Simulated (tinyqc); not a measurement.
# Free and trapped electrons in a MOS channel with a dense trap tail, step by step

Computed by the program tinyqc: `OMP_NUM_THREADS=1 python tinyqc.py 2222017 2222018 out.jsonl`, one thread of a shared Intel Xeon 2.30GHz, about 0.02 s for the whole run. Printed values are rounded.

p-type body, charge-sheet picture, full ionisation (an idealisation for deep acceptors), Boltzmann statistics for free electrons. e = Ec - EF at the surface. Acceptor-like traps of density D(E) = D0 + De exp(-E/Ew) at depth E below Ec, from 0 to Eu, hold n_t = integral of D(E)/(1 + exp((e - E)/Vt)). psi = Eg - Vt ln(Nv/Na) - e; N_dep = sqrt(2 eps0 eps_r Na (psi - Vt)/q); n_f = sqrt(N_dep^2 + 2 eps0 eps_r Vt Nc exp(-e/Vt)/q) - N_dep; Vg = Vfb + psi + q (N_dep + n_t + n_f)/Cox, Cox = eps0 eox/tox.

Parameters, values chosen for the exercise; band and dielectric values close to those of 4H silicon carbide:

| symbol | value | unit | meaning |
|---|---|---|---|
| T | 475 | K | temperature |
| Eg | 3.25 | eV | band gap |
| eps_r | 9.89 |  | relative permittivity |
| Nc | 3.39e19 | cm^-3 | conduction-band density of states at T |
| Nv | 4.92e19 | cm^-3 | valence-band density of states at T |
| eox | 3.9 |  | relative permittivity of the insulator |
| tox | 30 | nm | insulator thickness |
| Na | 1.2e16 | cm^-3 | acceptor density |
| Vfb | -2.57 | V | flat-band voltage without trapped charge |
| D0 | 4.1e10 | cm^-2 eV^-1 | constant background density of acceptor-like traps |
| De | 1.6e13 | cm^-2 eV^-1 | density of the tail at the conduction edge |
| Ew | 0.12 | eV | decay energy of the tail |
| Eu | 0.75 | eV | depth below Ec down to which the traps reach |
| mf | 140 | cm^2/(V s) | mobility of free electrons |
| e | 0.231 | eV | Ec - EF at the surface |

Constants: q = 1.602176634e-19 C, kB = 1.380649e-23 J/K, Vt = kB T/q, eps0 = 8.8541878128e-14 F/cm where lengths are in cm. Results are converted to the units shown.

## Trapped charge

Trapezoid rule on 16 equal steps from 0 to Eu, f = 1/(1 + exp((e - E)/Vt)).

```
point,E (eV),D(E) f (cm^-2 eV^-1)
0,0,5.65943e10
1,0.0468750,1.19600e11
2,0.09375,2.48938e11
3,0.140625,4.94970e11
4,0.1875,8.71740e11
5,0.234375,1.20274e12
6,0.281250,1.21925e12
7,0.328125,9.87867e11
8,0.375,7.22561e11
9,0.421875,5.11838e11
10,0.468750,3.61767e11
11,0.515625,2.58529e11
12,0.5625,1.88298e11
13,0.609375,1.40692e11
14,0.656250,1.08461e11
15,0.703125,8.66476e10
16,0.75,7.18870e10
```

n_t = 3.55694e11 cm^-2

With 1600 steps n_t = 3.559e11 cm^-2; the coarse value is 0.059 % below it.

## Charges and gate voltage

psi, N_dep, n_f and Vg as defined, with the n_t given; free share n_f/(n_f + n_t); apparent mobility mf n_f/(n_f + n_t); gate voltage spent on traps q n_t/Cox.

psi = 2.67849 V
N_dep = 5.88199e11 cm^-2
n_f = 4.40052e10 cm^-2
Vg = 1.48358 V
free share = 11.0096 %
apparent mobility = 15.4134 cm^2/(V s)
gate voltage spent on traps = 0.495102 V
